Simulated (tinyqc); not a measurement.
Anneal temperature: kinetics of strain relaxation and threading dislocations in mismatched semiconductor layers. Computed by tinyqc, a small Python program. Command: `OMP_NUM_THREADS=1 python tinyqc.py 3000808 3000809 out.jsonl threading walk`. One thread of a shared host (Intel(R) Xeon(R) Processor @ 2.30GHz), about 0.01 s of CPU time with the checks.

60-degree dislocations on {111} planes of a (001) layer, isotropic elasticity. The Schmid factor is 1/sqrt(6), and a misfit segment relieves strain with b/2.

Inputs (values chosen for the exercise, modelled on Ge on Si): misfit f = 0.0424; shear modulus G = 57.1 GPa; Poisson ratio nu = 0.26; Burgers vector b = 4 angstrom; glide activation energy Q = 1.54 eV; velocity prefactor v0 = 35000 m/s per MPa; layer thickness h = 47 nm; anneal temperature T = 677 K; anneal time t = 900 s; initial thread density rho_0 = 48000 1/cm^2; multiplication constant delta = 8600 1/m.

Sources: fixed density of threads.

Constants: k_B = 8.617333262e-05 eV/K.

Method:
- Excess resolved stress tau = (1/sqrt 6) [2 G (1 + nu)/(1 - nu)] (e - e_eq), e_eq = b (1 - nu/4) [ln(h/b) + 1]/(4 pi (1 + nu) h), the Matthews-Blakeslee strain of an uncapped layer; glide velocity v = v0 tau exp(-Q/(k_B T)), tau in MPa.
- Threads run in two directions, so de/dt = -(b/4) rho v, with rho fixed. With x = e - e_eq, x0 = f - e_eq (fully strained at t = 0) and v = m S x (m the mobility, S x = tau): x = x0 exp(-t/t_r), t_r = 4/(b rho_0 m S).
- The half time is that at which x = x0/2.

half time = 1513.49 s

excess stress tau = 3135.80 MPa

equilibrium strain e_eq = 0.00289802

After the time t:
```
T (K)  first velocity (micrometre/s)  relieved (%)  threads (1/cm^2)  half time (s)
586                       6.2510e+00         0.681             48000     9.1255e+04
610                       2.0751e+01         2.244             48000     2.7489e+04
639                       7.8428e+01         8.219             48000     7.2733e+03
662                       2.0723e+02        20.279             48000     2.7526e+03
691                       6.4342e+02        50.523             48000     8.8656e+02
710                       1.2855e+03        75.484             48000     4.4375e+02
736                       3.1277e+03        96.730             48000     1.8238e+02
781                       1.2671e+04       100.000             48000     4.5017e+01
```

What does the comparison show, and why?

The half time follows exp(Q/(k_B T)), a decade for each 62 K near 691 K. Relief goes from 20 % at 662 K to 75.5 % at 710 K: with a fixed density the onset is gradual, and more threads relax the layer sooner. Caution: at stresses above about 1 GPa the linear velocity law understates glide, as stress lowers the kink barrier. Caution: at such misfit the layer islands and relaxes during the first nanometres, so a uniform strained start is an idealisation. Caution: rows with more than 50 % relieved leave out blocking by crossing misfit lines, which slows real layers.

Extremes, crossings and ranges named in words are read from the listed rows.
